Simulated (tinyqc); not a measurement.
# Changing the wavelength

Model: surface photovoltage measurement of the minority-carrier diffusion length in a wafer. Computed by tinyqc, a small Python program. Command: `OMP_NUM_THREADS=1 python tinyqc.py 3130441 3130442 out.jsonl spv sweep`. One thread of a shared host (Intel(R) Xeon(R) Processor @ 2.30GHz), about 0.01 s of CPU time with the checks.

Low injection, steady light, a depletion layer much thinner than 1/alpha and L. The excess density dn is taken at the front edge of the neutral region; light that reaches the back is lost.

Inputs (values chosen for the exercise, modelled on p-type silicon at room temperature):
```
quantity                                             value        unit
diffusion length L                                     140  micrometre
wafer thickness W                                      775  micrometre
diffusivity D                                         26.5      cm^2/s
front recombination velocity S_f                      5500        cm/s
back recombination velocity S_b                        100        cm/s
photon flux entering                                 1e+13  1/(cm^2 s)
minority density at the surface barrier scale n_0  5.7e+08      1/cm^3
temperature T                                          298           K
```

Constants: k_B = 8.617333262e-05 eV/K.

Method:
- alpha = (84.732/lambda - 76.417)^2 per cm with lambda in micrometre (an empirical fit for silicon between 0.7 and 1.05 micrometre).
- Thick wafer: dn = Phi L/((S_f + D/L)(L + 1/alpha)). Finite wafer, with s = S_b L/D, w = W/L, a = alpha L: dn = [Phi a/(a^2 - 1)] [a - B - exp(-alpha W)(a - s)/(cosh w + s sinh w)]/(S_f + B D/L), B = (sinh w + s cosh w)/(cosh w + s sinh w).
- Photovoltage V = (k_B T/e) ln(1 + dn/n_0). Lifetime = L^2/D.

One run for each value:
```
wavelength (nm)  dn, finite wafer (1/cm^3)  penetration depth 1/alpha (micrometre)  dn, thick wafer (1/cm^3)
780                             1.2656e+09                                    9.64                1.2655e+09
811                             1.2402e+09                                   12.70                1.2402e+09
874                             1.1567e+09                                   23.73                1.1566e+09
905                             1.0898e+09                                   33.76                1.0898e+09
936                             9.9547e+08                                   50.24                9.9545e+08
968                             8.5720e+08                                   80.93                8.5717e+08
1030                            4.3803e+08                                  292.50                4.3786e+08
```

Give the missing row, wavelength (nm) = 842.

Computed row:
```
wavelength (nm)  dn, finite wafer (1/cm^3)  penetration depth 1/alpha (micrometre)  dn, thick wafer (1/cm^3)
842                             1.2058e+09                                   17.05                1.2058e+09
```

Interpolating between the two neighbouring rows (linearly) misses most in penetration depth 1/alpha (micrometre), by 6.3 %. Over the rows, dn, finite wafer (1/cm^3) falls from 1.27e9 to 4.38e8 (exponent d ln y / d ln x -0.52 between the first rows and -11 between the last); penetration depth 1/alpha (micrometre) rises from 9.64 to 292 (exponent d ln y / d ln x 7.1 between the first rows and 21 between the last); dn, thick wafer (1/cm^3) falls from 1.27e9 to 4.38e8 (exponent d ln y / d ln x -0.52 between the first rows and -11 between the last).  Left out: 999 (alpha L too near 1 for the formula).
